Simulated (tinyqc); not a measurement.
# Precursor delivery by bubblers, mass-transport growth and the solid composition of a III-V alloy, step by step

A worked calculation. Computed by tinyqc, a small Python program that keeps every step. Command: `OMP_NUM_THREADS=1 python tinyqc.py 3017771 3017772 out.jsonl movpe_thermo walk`. One thread of a shared host (Intel(R) Xeon(R) Processor @ 2.30GHz), about 0.01 s of CPU time with the checks. Intermediate numbers are printed to about 5 digits and carried at full precision; extremes and crossings named in words are read from the listed rows.

1 sccm = 44.615 micromol/min; 1 torr = 133.322 Pa. The sources decompose fully at the surface.

Inputs (values chosen for the exercise, modelled on trimethylgallium (source 1) and trimethylindium (source 2) for the vapour pressures):
```
quantity                                                                                                  value        unit
bath temperature T1                                                                                         279           K
bath temperature T2                                                                                         288           K
bubbler pressure p_b                                                                                        400        torr
carrier flow F1                                                                                             2.3        sccm
carrier flow F2                                                                                              84        sccm
total flow F_t                                                                                              7.4         slm
group-V flow F_V                                                                                            220        sccm
reactor pressure p                                                                                           40        torr
growth temperature T                                                                                        860           K
diffusivity at 273 K and 760 torr                                                                          0.39      cm^2/s
flow cross-section A                                                                                         67        cm^2
distance from the leading edge z                                                                             11          cm
lattice constant a                                                                                         5.66    angstrom
interaction L0 of the solid                                                                                11.1      kJ/mol
log10 of p_B,eq over pure BC at 1000 K and 1 torr of group V (exaggerated: liquid indium has about -4.1)   -3.7  log10 torr
enthalpy of that equilibrium H                                                                              361      kJ/mol
```

Alloy: mixing on the group-III sites, with desorption of B.

constants a, b of source 1 (log10 torr, K): 8.053  1703

constants a, b of source 2 (log10 torr, K): 10.54  3014

Constants: k_B = 1.380649e-23 J/K; R = 8.314462618 J/(mol K).

## Bubblers

log10 p_v = a - b/T_bath; molar flow = F x 44.615 x p_v/(p_b - p_v) for a saturated bubbler.

vapour pressure 1 = 88.932 torr

molar flow 1 = 29.337 micromol/min

vapour pressure 2 = 1.1877 torr

molar flow 2 = 11.161 micromol/min

One kelvin of bath error changes flow 1 by 6.5 % and flow 2 by 8.4 %.

## Partial pressures in the reactor

p_i = p n_i/(44615 F_t), F_t in slm; p_V = p F_V/(1000 F_t), counted per molecule supplied; V/III = 44.615 F_V/(n1 + n2); vapour fraction of source 2 = n2/(n1 + n2).

p_1 = 0.0035543 torr

p_2 = 0.0013523 torr

p_V = 1.1892 torr

V/III ratio = 242.37

vapour fraction of source 2 = 0.27560

## Mass transport

Mean velocity u = (F_t/A)(760/p)(T/273); D = D0 (T/273)^1.75 (760/p); boundary layer delta = sqrt(pi D z/u); flux = D dp/(delta k_B T); growth rate = flux x a^3/4.

velocity u = 110.18 cm/s

D = 55.196 cm^2/s

boundary layer delta = 4.1608 cm

growth rate per torr of group III = 243.08 micrometre/(h torr)

Caution: the boundary layer is a quarter or more of the root of the cross-section, so it fills much of the channel and depletion along the flow matters.

## Solid composition

A sticks fully. B desorbs: its surface pressure is p_B* = x gamma_B K/sqrt(p_V), ln gamma_B = L0 (1 - x)^2/(R T), K = 10^(log10 K at 1000 K) exp[-(H/R)(1/T - 1/1000)], p_V in torr. With equal diffusivities x = (p_2 - p_B*)/(p_1 + p_2 - p_B*). Growth rate = rate per torr x p_1/(1 - x).

K/sqrt(p_V) = 1.5586e-07 torr

solid fraction x = 0.27559

share of B incorporated, 1 - p_B*/p_2 = 0.99993

growth rate = 1.1926 micrometre/h

Desorption is negligible: the solid copies the vapour.

## Incorporation against temperature

A sticks fully. B desorbs: its surface pressure is p_B* = x gamma_B K/sqrt(p_V), ln gamma_B = L0 (1 - x)^2/(R T), K = 10^(log10 K at 1000 K) exp[-(H/R)(1/T - 1/1000)], p_V in torr. With equal diffusivities x = (p_2 - p_B*)/(p_1 + p_2 - p_B*).

At fixed flows:
```
T (K)  K/sqrt(p_V) (torr)        x  share of B incorporated, 1 - p_B*/p_2
919            3.9847e-06  0.27525                                0.99826
958            2.7270e-05  0.27330                                0.98850
993            1.3473e-04  0.26455                                0.94546
1019           4.1112e-04  0.24295                                0.84350
1048           1.3367e-03  0.18075                                0.57990
1077           4.0786e-03  0.08822                                0.25431
1110           1.3521e-02  0.02964                                0.08028
1158           6.8418e-02  0.00623                                0.01647
```

x equals the vapour fraction 0.276 while gamma_B K/sqrt(p_V) is small against p_1 + p_2 = 0.0049 torr and falls once it is not. Between the last rows the apparent energy R d ln x/d(1/T) is 347 kJ/mol, against H = 361.

Checks made by the program: the sensitivity to the bath against a difference (relative difference 1e-10).
